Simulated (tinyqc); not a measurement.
Oxide trap near a transistor channel: two-state multiphonon kinetics, telegraph noise and bias instability: one step, computed by the program tinyqc.

An n-channel device under positive gate bias. The trap is empty (state 1) or holds an electron (state 2); both states are parabolas of equal curvature, and the electron reservoir is taken at the Fermi level of the channel.

Task: Barriers and time constants. E_21 = E_t - e F x is the energy of state 2 over state 1; barriers E_c = (E_R + E_21)^2/(4 E_R), E_e = E_c - E_21; tau_c = exp(E_c/k_B T)/(k_0 P), tau_e = exp(E_e/k_B T)/(k_0 P), P the tunnelling factor; occupation f_2 = tau_e/(tau_c + tau_e); 1/tau_0 = 1/tau_c + 1/tau_e.

Inputs (values chosen for the exercise, with an insulator like HfO2 on silicon):
```
quantity                                value   unit
insulator constant eps_ox                  21      -
trap depth x from the interface          0.35     nm
trap level above E_F at zero field E_t   0.04     eV
relaxation energy E_R                     2.3     eV
oxide field F                             2.9  MV/cm
attempt rate k_0 at the interface       2e+12    1/s
temperature T                             450      K
```

Parts treated: one trap and an ensemble.

tunnelling factor = 0.1419286

Constants: k_B = 8.617333262e-05 eV/K.

Give: E_21; capture barrier E_c; emission barrier E_e; capture time tau_c; emission time tau_e; occupation f_2; tau_0.

Result:

E_21 = -0.0615 eV

capture barrier E_c = 0.54466 eV

emission barrier E_e = 0.60616 eV

capture time tau_c = 4.4344e-06 s

emission time tau_e = 2.1657e-05 s

occupation f_2 = 0.83005

tau_0 = 3.6808e-06 s

The two times are within a factor 30 of each other, so the trap switches between both states and shows as telegraph noise. Caution: a field 1.5 times as high comes near the usual breakdown field of such an insulator.
